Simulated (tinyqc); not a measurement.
Doping and thickness from pinch-off voltage and conductance.

Problem. A uniform channel has Vp = q Nd a^2/(2 eps0 eps_r) and G0 = q mu Nd a W/L. Find a and Nd.

Parameters, values chosen for the exercise; material values those of a made-up semiconductor: relative permittivity of the semiconductor eps_r = 14.2; low-field mobility at this doping mu = 3400 cm^2/(V s); gate length L = 5 um; gate width W = 50 um.

Constants: q = 1.602176634e-19 C, eps0 = 8.8541878128e-14 F/cm where lengths are in cm. Results are converted to the units shown.

Vp = 2.8371122 V
G0 = 5.5127694 mS

Answer. G0 gives the product Nd a and Vp gives Nd a^2; their ratio is a.

a = 440 nm
Nd = 2.30e16 cm^-3

Numbers from tinyqc (`OMP_NUM_THREADS=1 python tinyqc.py 2500137 2500138 out.jsonl`; about 0.06 s on one thread of a shared Intel Xeon 2.30GHz).
